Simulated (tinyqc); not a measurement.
Leakage through a gate insulator: direct, Fowler-Nordheim, trap-assisted and Poole-Frenkel currents: one step, computed by the program tinyqc. Command: `OMP_NUM_THREADS=1 python tinyqc.py 3028930 3028931 out.jsonl oxideleak walk`. One thread of a shared host (Intel(R) Xeon(R) Processor @ 2.30GHz), about 0.01 s of CPU time with the checks.

Electrons enter from the cathode Fermi level at x = 0; the conduction band of the insulator lies phi_b - e F x above it, F = V/t. WKB exponents use a parabolic band with mass m.

Task: Field and tunnelling without traps. For a level a distance phi(x) below the band, the WKB exponent is 2 int kappa dx with kappa = sqrt(m phi/(hbar^2/2m_0)); for a linear barrier from phi_1 down to phi_2 = max(phi_1 - e F d, 0) it is G = (4/3) sqrt(m/(hbar^2/2m_0)) (phi_1^(3/2) - phi_2^(3/2))/(e F). J_tun = e^3 F^2/(16 pi^2 hbar m phi_b) x exp(-G) / [1 - sqrt(phi_2/phi_b)]^2 with the free-electron mass in the cathode (m in m_0), phi_2 = max(phi_b - e V, 0): direct tunnelling for e V < phi_b, Fowler-Nordheim above. Image forces, back-flow and the limit on supply are left out, so J_tun is overstated below about 0.5 V. Equivalent oxide thickness = 3.9 t/eps_ox.

Inputs (values chosen for the exercise, with an insulator like Si3N4): thickness t = 5.5 nm; barrier phi_b = 2.01 eV; tunnelling mass m = 0.38 m_0; static constant eps_ox = 7.34; voltage across the insulator V = 3.2 V.

Constants: hbar^2/(2 m_0) = 3.80998212 eV angstrom^2; e = 1.602176634e-19 C; hbar = 1.054571817e-34 J s.

Give: field F; equivalent oxide thickness; WKB exponent G; tunnelling current J_tun.

Result:

field F = 5.818 MV/cm

equivalent oxide thickness = 2.922 nm

WKB exponent G = 20.62

tunnelling current J_tun = 0.07543 A/cm^2

The barrier is a triangle 3.45 nm long: Fowler-Nordheim tunnelling.
